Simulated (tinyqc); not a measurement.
From results back to parameters: Slater-Koster d bands of an fcc metal. Five cases, with inputs chosen for the exercise.

Problem. In an fcc d band with nearest neighbours E(t2g, Gamma) = 3 dds + 4 ddp + 5 ddd, E(eg, Gamma) = 1.5 dds + 6 ddp + 4.5 ddd, and at X = (1,0,0) the yz state has 3 dds - 4 ddp - 3 ddd. The three levels come from hidden integrals.

Case 1.

levels (eV): t2g Gamma -0.2810, eg Gamma 0.7275, yz at X -1.9050

Case 2.

levels (eV): t2g Gamma -0.3680, eg Gamma 0.6420, yz at X -1.9440

Case 3.

levels (eV): t2g Gamma -1.6650, eg Gamma 1.5255, yz at X -5.6410

Case 4.

levels (eV): t2g Gamma -2.1090, eg Gamma 0.2955, yz at X -4.1730

Case 5.

levels (eV): t2g Gamma -2.3550, eg Gamma 0.4425, yz at X -4.9870

Find: dds, ddp, ddd.

Solution. Three linear equations: the first less the third is 8 (ddp + ddd); twice the second less the first is 8 ddp + 4 ddd; their difference gives ddd.

Case 1.

dds, ddp, ddd (eV): -0.355  0.231  -0.028

Case 2.

dds, ddp, ddd (eV): -0.379  0.216  -0.019

Case 3.

dds, ddp, ddd (eV): -1.156  0.682  -0.185

Case 4.

dds, ddp, ddd (eV): -0.994  0.417  -0.159

Case 5.

dds, ddp, ddd (eV): -1.173  0.481  -0.152

Computed by tinyqc, one run a case: `OMP_NUM_THREADS=1 python tinyqc.py N N+1 out.jsonl` with N = 1452447, 1452552, 1452599, 1452609, 1452707; one thread of a shared Intel(R) Xeon(R) Processor @ 2.30GHz, about 0.06 s a run at most.
